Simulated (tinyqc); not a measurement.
Rayleigh-quotient iteration on a symmetric matrix, step by step. Computed by tinyqc, a small Python program that keeps every step. Settings: method = rayleigh, shift = 0.88. Command: `OMP_NUM_THREADS=1 python tinyqc.py 27107 27108 out.jsonl` (the two numbers bound the seeds that draw the settings). One thread of a shared host (Intel(R) Xeon(R) Processor @ 2.60GHz), about 0.01 s of CPU time with the checks.

A:
$$\begin{pmatrix}
0.193000 & 0.339000 & 0.081000 \\
0.339000 & 0.435000 & -0.654000 \\
0.081000 & -0.654000 & 0.467000
\end{pmatrix}$$

Stop when the residual |A v - lambda v| is below 1e-9.

Steps:
```
step      lambda  residual
1     0.37470792  2.87e-01
2     0.32273050  2.16e-02
3     0.32245855  7.51e-06
4     0.32245855  2.03e-16
```

Can the last value be used, and what does the course show?

Yes. Converged in 4 steps. all eigenvalues, for comparison: [-0.368901, 0.322459, 1.141443].
